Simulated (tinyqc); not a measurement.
# Long-channel MOSFET, surface-potential model: effects of single changes

n-channel transistor on a uniformly doped p-type body, gradual-channel approximation, constant mobility, Boltzmann statistics, full ionisation. Potentials are counted from the neutral body; V is the electron quasi-Fermi potential, Vsb at the source and Vsb + Vds at the drain. Charges are magnitudes per area.

Inputs (values chosen for the exercise); material values close to those of silicon: temperature T = 400 K; band gap Eg = 1.14 eV; relative permittivity of the semiconductor eps_r = 11.7; conduction-band density of states at T Nc = 4.31e19 cm^-3; valence-band density of states at T Nv = 4.05e19 cm^-3; acceptor density of the body Na = 1.1e17 cm^-3; relative permittivity of the gate insulator eox = 9.24; insulator thickness tox = 69 nm; flat-band voltage Vfb = -0.71 V; channel mobility mu = 510 cm^2/(V s); gate width W = 20 um; gate length L = 2 um; source-body reverse bias Vsb = 0 V; gate-source voltage Vgs = 1.28 V; drain-source voltage Vds = 0.05 V.

Constants: q = 1.602176634e-19 C, kB = 1.380649e-23 J/K, Vt = kB T/q, eps0 = 8.8541878128e-14 F/cm where lengths are in cm. Results are converted to the units shown.

Each table varies one quantity; the others keep the values above.

## Transfer curve from weak to strong inversion

ni = sqrt(Nc Nv) exp(-Eg/(2 Vt)), Eg in volts; phiF = Vt ln(Na/ni); Cox = eps0 eox/tox; gamma = sqrt(2 q eps0 eps_r Na)/Cox. The surface potential psi at channel potential V solves Vgs + Vsb - Vfb - psi = gamma sqrt(G), G = psi - Vt + Vt exp((psi - 2 phiF - V)/Vt). Charge sheet: Qi = Cox gamma [sqrt(G) - sqrt(psi - Vt)]; I = mu (W/L) [integral of Qi dpsi from psi_0 to psi_L (drift) + Vt (Qi0 - QiL) (diffusion)], with psi_0 at V = Vsb and psi_L at V = Vsb + Vds. Pao-Sah: Qi(V) = (Cox gamma/2) integral from 3 Vt to psi of exp((u - 2 phiF - V)/Vt)/sqrt(G(u, V)) du, and I = mu (W/L) integral of Qi dV from Vsb to Vsb + Vds. Square law: VT = Vfb + 2 phiF + gamma sqrt(2 phiF + Vsb), m = 1 + gamma/(2 sqrt(2 phiF + Vsb)), I = mu Cox (W/L) [(Vgs - VT) v - m v^2/2] with v the smaller of Vds and (Vgs - VT)/m, and zero below VT. gm = dI/dVgs of the charge-sheet current.

Result of one run:
```
Vgs (V)  I, charge sheet (uA)  I, Pao-Sah (uA)  drift share (%)  gm/I (1/V)  I, square law (uA)
1.55                    2.324            2.382            54.05       6.748               3.128
```

What becomes of these results when the gate-source voltage Vgs is changed from 1.55 to 1.29 V, all else the same?

Result of the changed run:
```
Vgs (V)  I, charge sheet (uA)  I, Pao-Sah (uA)  drift share (%)  gm/I (1/V)  I, square law (uA)
1.29                   0.1658           0.1706            8.290       12.98                   0
```

The whole series:
```
Vgs (V)  I, charge sheet (uA)  I, Pao-Sah (uA)  drift share (%)  gm/I (1/V)  I, square law (uA)
1.2                   0.04999          0.05153            2.663       13.52                   0
1.29                   0.1658           0.1706            8.290       12.98                   0
1.38                   0.5004           0.5139            20.99       11.36                   0
1.46                    1.140            1.170            37.00       9.163              0.5984
1.55                    2.324            2.382            54.05       6.748               3.128
1.64                    3.918            4.013            66.38       4.971               5.849
1.72                    5.573            5.705            73.75       3.900               8.268
1.81                    7.610            7.787            79.36       3.080               10.99
1.9                     9.775            9.997            83.19       2.517               13.71
```

The charge-sheet current rises from 0.0500 to 9.77 uA. In the first row gm/I is 13.5 1/V, a swing of 170 mV a decade, against Vt ln 10 = 79.4 mV a decade for an ideal gate; in the last it is 2.52 1/V. Drift passes half of the current at Vgs = 1.55 V among the rows listed (VT = 1.40 V). The charge sheet departs most from Pao-Sah at Vgs = 1.2 V, where it is 3.0 % below it. In the last row the square law is 37 % above Pao-Sah.

## Effect of the insulator thickness

VT = Vfb + 2 phiF + gamma sqrt(2 phiF + Vsb), m = 1 + gamma/(2 sqrt(2 phiF + Vsb)). The swing is 20 mV/log10[I(VT - 0.14 V)/I(VT - 0.16 V)] of the charge-sheet current at the given Vds.

Result of one run:
```
tox (nm)  gamma (V^0.5)  VT (V)      m  swing (mV/decade)  I at Vgs, Vds (uA)
42               0.9810  0.8590  1.574              135.7               12.55
```

What becomes of these results when the insulator thickness tox is changed from 42 to 100 nm, all else the same?

Result of the changed run:
```
tox (nm)  gamma (V^0.5)  VT (V)      m  swing (mV/decade)  I at Vgs, Vds (uA)
100               2.336   2.017  2.366              218.2            2.826e-4
```

The whole series:
```
tox (nm)  gamma (V^0.5)  VT (V)      m  swing (mV/decade)  I at Vgs, Vds (uA)
23               0.5372  0.4797  1.314              111.2               51.49
31               0.7241  0.6394  1.424              121.4               29.11
42               0.9810  0.8590  1.574              135.7               12.55
56                1.308   1.138  1.765              154.5               2.466
76                1.775   1.538  2.038              182.6             0.02691
100               2.336   2.017  2.366              218.2            2.826e-4
```

As tox goes from 23 to 100 nm, VT rises from 0.480 to 2.02 V, the swing rises from 111 to 218 mV a decade and the current falls from 51.5 to 2.83e-4 uA. The swing is 6.6 % above m Vt ln 10 in the first row and 16 % above it in the last. The gate voltage is below VT in 2 of the 6 rows.

Computed by the program tinyqc: `OMP_NUM_THREADS=1 python tinyqc.py 2360012 2360013 out.jsonl`, one thread of a shared Intel Xeon 2.30GHz, about 0.04 s for the whole run.
